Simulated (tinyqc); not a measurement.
CCD on RHF in the 6-31g basis, for H2, spin multiplicity 1, step by step. Computed by tinyqc, a small Python program that keeps every step (integrals from PySCF). Settings: charge = 0, multiplicity = 1, basis = 6-31g, method = RHF, energy threshold = 1e-10, iteration cap = 85, orthogonalisation = canonical, start = Wolfsberg-Helmholz matrix, DIIS depth = 6, amplitude equations = CCD, DIIS depth for amplitudes = 4, cap on updates = 50. Command: `OMP_NUM_THREADS=1 python tinyqc.py 22547 22548 out.jsonl` (the two numbers bound the seeds that draw the settings). One thread of a shared host (Intel(R) Xeon(R) Processor @ 2.60GHz), about 0.05 s of CPU time with the checks. The early iterations of the SCF are left out here.

## One-electron integrals

Geometry (angstrom):

| atom | x | y | z |
|---|---|---|---|
| H | 0.000000 | 0.000000 | 0.000000 |
| H | 0.000000 | 0.000000 | 0.775000 |

Basis 6-31g: exponents (1/bohr^2) and contraction coefficients of normalised primitives:

| element | l (shell) | exponent | coefficient |
|---|---|---|---|
| H | s (1) | 18.731137 | 0.033495 |
| H | s (1) | 2.825394 | 0.234727 |
| H | s (1) | 0.640122 | 0.813757 |
| H | s (2) | 0.161278 | 1.000000 |

Overlap, kinetic and nuclear-attraction integrals over the contracted functions; the nuclear repulsion is the sum of Za Zb / Rab.

nuclear repulsion = 0.68280930 hartree

overlap S:
```
          1H 1s     1H 2s     2H 1s     2H 2s
1H 1s  1.000000  0.658292  0.424389  0.496551
1H 2s  0.658292  1.000000  0.496551  0.841171
2H 1s  0.424389  0.496551  1.000000  0.658292
2H 2s  0.496551  0.841171  0.658292  1.000000
```

kinetic energy T (hartree):
```
          1H 1s     1H 2s     2H 1s     2H 2s
1H 1s  1.395678  0.259735  0.195771  0.158843
1H 2s  0.259735  0.241917  0.158843  0.180029
2H 1s  0.195771  0.158843  1.395678  0.259735
2H 2s  0.158843  0.180029  0.259735  0.241917
```

nuclear attraction V (hartree):
```
           1H 1s      1H 2s      2H 1s      2H 2s
1H 1s  -2.327381  -1.166360  -0.951756  -0.911195
1H 2s  -1.166360  -1.160145  -0.911195  -1.019070
2H 1s  -0.951756  -0.911195  -2.327381  -1.166360
2H 2s  -0.911195  -1.019070  -1.166360  -1.160145
```

core Hamiltonian H = T + V (hartree):
```
           1H 1s      1H 2s      2H 1s      2H 2s
1H 1s  -0.931703  -0.906625  -0.755985  -0.752352
1H 2s  -0.906625  -0.918228  -0.752352  -0.839041
2H 1s  -0.755985  -0.752352  -0.931703  -0.906625
2H 2s  -0.752352  -0.839041  -0.906625  -0.918228
```

## Two-electron integrals

Functions are numbered as in S; the eight-fold symmetry (ij|kl) = (ji|kl) = (kl|ij) leaves the list below.

Two-electron integrals (ij|kl) in chemists' order, unique and non-zero (hartree):
```
(11|11) 1.076566   (21|11) 0.578470   (21|21) 0.329423   (22|11) 0.587396
(22|21) 0.361304   (22|22) 0.453150   (31|11) 0.375596   (31|21) 0.214316
(31|22) 0.234696   (31|31) 0.173091   (32|11) 0.331341   (32|21) 0.201476
(32|22) 0.244214   (32|31) 0.169949   (32|32) 0.186447   (33|11) 0.640427
(33|21) 0.396892   (33|22) 0.490732   (33|31) 0.375596   (33|32) 0.429318
(33|33) 1.076566   (41|11) 0.429318   (41|21) 0.245404   (41|22) 0.270753
(41|31) 0.169949   (41|32) 0.163144   (41|33) 0.331341   (41|41) 0.186447
(42|11) 0.471098   (42|21) 0.291486   (42|22) 0.370468   (42|31) 0.206642
(42|32) 0.225076   (42|33) 0.471098   (42|41) 0.225076   (42|42) 0.320635
(43|11) 0.396892   (43|21) 0.245778   (43|22) 0.308298   (43|31) 0.214316
(43|32) 0.245404   (43|33) 0.578470   (43|41) 0.201476   (43|42) 0.291486
(43|43) 0.329423   (44|11) 0.490732   (44|21) 0.308298   (44|22) 0.405903
(44|31) 0.234696   (44|32) 0.270753   (44|33) 0.587396   (44|41) 0.244214
(44|42) 0.370468   (44|43) 0.361304   (44|44) 0.453150
```

## Orthogonalisation

S = U s U^T; canonical form X = U s^(-1/2), so that X^T S X = 1. Each column of U has its largest component positive (the first on a tie).

eigenvalues of S: 0.103427  0.459285  0.631013  2.806275

X:
```
               1          2          3         4
1H 1s  -0.712501   0.800616   0.842121  0.270677
1H 2s   2.080070  -0.669076   0.288458  0.323892
2H 1s   0.712501   0.800616  -0.842121  0.270677
2H 2s  -2.080070  -0.669076  -0.288458  0.323892
```

## Iteration 8 (converged): orbitals

converged F (hartree):
```
           1H 1s      1H 2s      2H 1s      2H 2s
1H 1s  -0.015151  -0.495041  -0.539427  -0.500924
1H 2s  -0.495041  -0.336268  -0.500924  -0.375122
2H 1s  -0.539427  -0.500924  -0.015151  -0.495041
2H 2s  -0.500924  -0.375122  -0.495041  -0.336268
```

Diagonalise F' = X^T F X, C = X C', fill 1 alpha and 1 beta electrons from the bottom; D = 2 C_occ C_occ^T. Each column has its largest component positive (the first on a tie).

F' = X^T F X (hartree):
```
           1          2          3          4
1   0.833651   0.000000  -0.564325   0.000000
2   0.000000   0.786164   0.000000  -0.087824
3  -0.564325   0.000000   0.755782   0.000000
4   0.000000  -0.087824   0.000000  -0.579787
```

orbital energies (hartree): MO1 -0.585411, MO2 0.229050, MO3 0.791787, MO4 1.360383

coefficients C:
```
            MO1        MO2        MO3        MO4
1H 1s  0.321283   0.129455   0.781683  -1.095476
1H 2s  0.280476   1.630184  -0.688405   1.323782
2H 1s  0.321283  -0.129455   0.781683   1.095476
2H 2s  0.280476  -1.630184  -0.688405  -1.323782
```

D after iteration 8:
```
          1H 1s     1H 2s     2H 1s     2H 2s
1H 1s  0.206446  0.180225  0.206446  0.180225
1H 2s  0.180225  0.157334  0.180225  0.157334
2H 1s  0.206446  0.180225  0.206446  0.180225
2H 2s  0.180225  0.157334  0.180225  0.157334
```

## Convergence

Stop when the energy changes by less than 1e-10 hartree and every element of the error matrix X^T (F D S - S D F) X is below 3e-06.

Course of the cycle:

| iteration | E (hartree) | change | largest element of the error matrix |
|---|---|---|---|
| 1 | -1.11857512 | - | 1.27e-01 |
| 2 | -1.12532328 | -6.75e-03 | 1.87e-02 |
| 3 | -1.12547223 | -1.49e-04 | 4.46e-05 |
| 4 | -1.12547223 | -7.01e-10 | 1.86e-05 |
| 5 | -1.12547223 | -8.90e-11 | 1.18e-05 |
| 6 | -1.12547223 | -2.76e-11 | 8.62e-06 |
| 7 | -1.12547223 | -1.20e-11 | 6.79e-06 |
| 8 | -1.12547223 | -1.97e-11 | 6.76e-09 |

PySCF RHF in the same basis = -1.12547223 hartree

Converged in 8 iterations.

## Integrals over molecular orbitals

(pq|rs) = sum C_ip C_jq C_kr C_ls (ij|kl), one index at a time.

one-electron integrals over orbitals h = C^T H C (hartree):
```
           1          2          3         4
1  -1.222871   0.000000  -0.162705  0.000000
2   0.000000  -0.556996   0.000000  0.206200
3  -0.162705   0.000000  -0.157118  0.000000
4   0.000000   0.206200   0.000000  0.195607
```

Two-electron integrals over orbitals (pq|rs), unique and non-zero (hartree):
```
(11|11) 0.637460    (21|21) 0.083802    (22|11) 0.434924    (22|22) 0.387637
(31|11) 0.162705    (31|22) 0.052515    (31|31) 0.107520    (32|21) -0.016251
(32|32) 0.035181    (33|11) 0.528213    (33|22) 0.383725    (33|31) 0.119954
(33|33) 0.464766    (41|21) -0.080024   (41|32) -0.025548   (41|41) 0.133986
(42|11) -0.143112   (42|22) -0.057064   (42|31) -0.074848   (42|33) -0.101245
(42|42) 0.069847    (43|21) -0.088166   (43|32) -0.006245   (43|41) 0.124156
(43|43) 0.133710    (44|11) 0.649381    (44|22) 0.443636    (44|31) 0.197664
(44|33) 0.549731    (44|42) -0.167896   (44|44) 0.724919
```

## CCD: starting amplitudes

t_ij^ab = <ij||ab> / (e_i + e_j - e_a - e_b), whose energy is MP2.

Starting amplitudes (spin orbitals 1a, 1b, ...; amplitudes related by a flip of all spins are not repeated):

| from | to | t |
|---|---|---|
| 1a 1b | 2a 2b | -0.051446 |
| 1a 1b | 3a 3b | -0.039036 |
| 1a 1b | 4a 4b | -0.034430 |
| 1a 1b | 2a 4b | 0.028991 |

correlation energy = -0.01776150 hartree

## CCD: amplitude update 1

t_ij^ab D_ij^ab are set to the remaining terms of the spin-orbital equations, evaluated with the old amplitudes; for the doubles these are <ij||ab> + 1/2 <ab||ef> t_ij^ef + 1/2 <mn||ij> t_mn^ab + P(ij)P(ab) <mb||ej> t_im^ae + terms in t^2, D the orbital-energy denominators.

Amplitudes after update 1 (spin orbitals 1a, 1b, ...; amplitudes related by a flip of all spins are not repeated):

| from | to | t |
|---|---|---|
| 1a 1b | 2a 2b | -0.071150 |
| 1a 1b | 3a 3b | -0.047599 |
| 1a 1b | 4a 4b | -0.041135 |
| 1a 1b | 2a 4b | 0.040375 |

correlation energy = -0.02305392 hartree

## CCD: amplitude update 2

As before.

Amplitudes after update 2 (spin orbitals 1a, 1b, ...; amplitudes related by a flip of all spins are not repeated):

| from | to | t |
|---|---|---|
| 1a 1b | 2a 2b | -0.078933 |
| 1a 1b | 3a 3b | -0.049297 |
| 1a 1b | 2a 4b | 0.044662 |
| 1a 1b | 4a 4b | -0.042292 |

correlation energy = -0.02472965 hartree

## CCD: amplitude update 3

t_ij^ab D_ij^ab are set to the remaining terms of the spin-orbital equations, evaluated with the old amplitudes; for the doubles these are <ij||ab> + 1/2 <ab||ef> t_ij^ef + 1/2 <mn||ij> t_mn^ab + P(ij)P(ab) <mb||ej> t_im^ae + terms in t^2, D the orbital-energy denominators. DIIS then mixes the stored amplitudes.

DIIS coefficients: -0.606483  1.606483

Amplitudes after update 3 (spin orbitals 1a, 1b, ...; amplitudes related by a flip of all spins are not repeated):

| from | to | t |
|---|---|---|
| 1a 1b | 2a 2b | -0.083946 |
| 1a 1b | 3a 3b | -0.049733 |
| 1a 1b | 2a 4b | 0.047251 |
| 1a 1b | 4a 4b | -0.042530 |

correlation energy = -0.02564309 hartree

## CCD: convergence

E_corr = 1/4 sum <ij||ab> t_ij^ab; stop when the norm of the change is below 1e-8.

Course of the amplitude iterations:

| update | correlation energy (hartree) | norm of the change |
|---|---|---|
| 0 | -0.01776150 | - |
| 1 | -0.02305392 | 5.53e-02 |
| 2 | -0.02472965 | 2.02e-02 |
| 3 | -0.02564309 | 7.75e-03 |
| 4 | -0.02562582 | 4.28e-04 |
| 5 | -0.02562625 | 1.47e-05 |
| 6 | -0.02562610 | 1.81e-06 |
| 7 | -0.02562610 | 3.25e-07 |
| 8 | -0.02562611 | 8.29e-08 |
| 9 | -0.02562611 | 3.11e-09 |

Converged amplitudes (spin orbitals 1a, 1b, ...; amplitudes related by a flip of all spins are not repeated):

| from | to | t |
|---|---|---|
| 1a 1b | 2a 2b | -0.084148 |
| 1a 1b | 3a 3b | -0.049535 |
| 1a 1b | 2a 4b | 0.047275 |
| 1a 1b | 4a 4b | -0.042408 |

CCD total energy = -1.15109834 hartree

Converged in 9 updates, with DIIS from the third.
